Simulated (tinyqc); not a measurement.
# Grain-boundary trapping model (Seto) of a polycrystalline semiconductor film, step by step

A worked calculation. Computed by tinyqc, a small Python program that keeps every step. Command: `OMP_NUM_THREADS=1 python tinyqc.py 3029632 3029633 out.jsonl poly walk`. One thread of a shared host (Intel(R) Xeon(R) Processor @ 2.30GHz), about 0.01 s of CPU time with the checks. Intermediate numbers are printed to about 6 digits and carried at full precision; extremes and crossings named in words are read from the listed rows.

Grains of equal size L are joined by thin boundaries with one trap level. Trapped carriers deplete a width W on each side and raise a barrier, crossed by thermionic emission. Dopants are fully ionised, statistics are non-degenerate and mu_g does not depend on T.

Inputs (values chosen for the exercise, modelled on polycrystalline ZnO): permittivity eps = 8.3; effective mass m = 0.29 m_0; effective density of states at 300 K, N_c = 3.6e+18 1/cm^3; grain size L = 23 nm; trap density Q_t = 1.9e+12 1/cm^2; trap level E_t below the band edge = 0.28 eV; doping N = 3.3e+18 1/cm^3; temperature T = 300 K.

Grain interior: neglected.

Constants: e = 1.602176634e-19 C; eps_0 = 8.8541878128e-12 F/m; k_B = 8.617333262e-05 eV/K; m_0 = 9.1093837015e-31 kg; k_B = 1.380649e-23 J/K.

## Critical doping

If all traps fill, the grain is just depleted at N* = Q_t/L, with the barrier e Q_t L/(8 eps eps_0).

N* = 8.26087e+17 1/cm^3

barrier at N* with all traps filled = 0.119090 V

The traps stay filled only while e V_B is below E_t - k_B T ln(N_c(T)/N*) = 0.242 eV. The barrier above stays below that, so nearly all traps can fill.

## Barrier

N_c(T) = N_c (T/300 K)^(3/2). Filled traps Q = Q_t/(1 + (1/2) exp((E_t* - E_F)/k_B T)), where E_t* = e V_B - E_t and E_F are counted from the band edge at the grain centre. Partial depletion: Q = 2 N W, V_B = e N W^2/(2 eps eps_0), E_F = k_B T ln(N/N_c); solve for W. If that W would exceed L/2 the grain is fully depleted: W = L/2, Q = N L, and E_F follows from the trap equation. Centre density n_0 = N_c exp(E_F/k_B T).

depletion width W = 2.87869 nm

barrier V_B = 0.0298097 V

E_F = -0.00224942 eV

centre density n_0 = 3.30e+18 1/cm^3

The grain is partly depleted; 100.0 % of the traps are filled, and they hold 25.0 % of the carriers. Caution: E_F is within 2 k_B T of the band edge, so non-degenerate statistics fail, and tunnelling through so thin a barrier adds to the current. Caution: e V_B is below 2 k_B T, where the depletion approximation fails and the mean density does not balance the trapped charge.

## Resistivity and effective mobility

Boundary: sigma_b = L e^2 n_0 exp(-e V_B/k_B T)/sqrt(2 pi m k_B T); rho = 1/sigma_b. Mean carrier density n_av = n_0 [(1 - 2W/L) + (2W/L) (sqrt(pi)/2) erf(y)/y], y = sqrt(e V_B/k_B T); effective mobility 1/(e n_av rho).

boundary resistivity = 0.0134820 ohm cm

resistivity rho = 0.0134820 ohm cm

mean carrier density = 3.06784e+18 1/cm^3

effective mobility = 150.905 cm^2/(V s)

Caution: the barrier is below 2 k_B T, so scattering inside the grains, left out here, also limits the real mobility.

## Activation energy

E_a = d ln(rho)/d(1/k_B T) from T - 5 K and T + 5 K; temperature coefficient d ln(rho)/dT.

activation energy E_a = 0.0169089 eV

temperature coefficient = -0.218082 %/K

With a fixed barrier the boundary term gives E_a = e V_B - k_B T/2 = 0.0169 eV, the second term coming from the thermal velocity in the prefactor.

## Against the doping

The formulas are those given above.

The same film:
```
N (1/cm^3)   W (nm)    V_B (V)  mean density (1/cm^3)  mobility (cm^2/(V s))  rho (ohm cm)
2.50e+16    11.5000  0.0036040            1.22032e+12                404.639   1.26400e+04
8.30e+16    11.5000  0.0119654            5.46428e+12                323.435   3.53158e+03
2.10e+17    11.5000  0.0302739            2.80185e+13                192.493   1.15726e+03
4.10e+17    11.5000  0.0591062            1.95728e+14                 79.658   4.00320e+02
6.60e+17    11.5000  0.0951466            2.57496e+15                 24.419   9.92657e+01
9.90e+17     9.5801  0.0990436            5.36585e+17                 17.780   6.54200e-01
1.70e+18     5.5871  0.0578471            1.34657e+18                 59.874   7.74152e-02
3.30e+18     2.8787  0.0298097            3.06784e+18                150.905   1.34820e-02
8.30e+18     1.1446  0.0118527            8.18938e+18                284.783   2.67624e-03
3.30e+19     0.2879  0.0029812            3.29693e+19                396.392   4.77589e-04
```

The barrier peaks among these rows at N = 9.9e17 (0.099 V) and the mobility has its minimum at 9.9e17; N* is 8.3e17. While the grain is fully depleted (W = L/2) V_B grows as N; once all traps are filled it falls as 1/N (last exponent -1.00). Partly depleted rows (W < L/2) with e V_B below 2 k_B T stretch the depletion approximation. Where the barrier is low the mobility is too high, because scattering inside the grains is left out. Where N approaches N_c the non-degenerate statistics fail. rho drops most steeply, as N^-12.4, between 6.6e17 and 9.9e17.

Checks made by the program: charge in the traps against the depleted charge (relative difference below 1e-10).
